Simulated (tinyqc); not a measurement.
Configuration-coordinate model of a defect: Huang-Rhys factor and luminescence line shape: one step, computed by the program tinyqc. Command: `OMP_NUM_THREADS=1 python tinyqc.py 3001160 3001161 out.jsonl ccline walk`. One thread of a shared host (Intel(R) Xeon(R) Processor @ 2.30GHz), about 0.01 s of CPU time with the checks.

Ground state E_g(Q) = (1/2) omega_g^2 Q^2; excited state E_e(Q) = E_0 + (1/2) omega_e^2 (Q - dQ)^2 with omega_e = omega_g and E_0 = E_ZPL. Q is mass-weighted; the dipole does not depend on Q (Condon approximation).

Problem. Emission lines at zero temperature. From the lowest excited level the line to ground level n lies at E_ZPL - n hbar omega_g with Franck-Condon weight exp(-S) S^n/n!; the emitted intensity carries a further factor E^3. S = S_g; up to eleven lines, of positive energy only, from n = max(0, integer part of S - 5).

Inputs (values chosen for the exercise, for a model defect in a wide-gap host): zero-phonon energy E_ZPL = 2.26 eV; ground-state phonon hbar omega_g = 28.5 meV.

Modes: equal frequencies in both states.

S_g = 2.580243

Give: Lines.

Solution.

Lines:
```
n   energy (eV)     weight  intensity / largest
0        2.2600  7.576e-02            3.243e-01
1        2.2315  1.955e-01            8.056e-01
2        2.2030  2.522e-01            1.000e+00
3        2.1745  2.169e-01            8.271e-01
4        2.1460  1.399e-01            5.128e-01
5        2.1175  7.220e-02            2.542e-01
6        2.0890  3.105e-02            1.050e-01
7        2.0605  1.144e-02            3.713e-02
8        2.0320  3.691e-03            1.149e-02
9        2.0035  1.058e-03            3.157e-03
10       1.9750  2.731e-04            7.802e-04
```

The weight peaks at n = 2 and the intensity at n = 2.
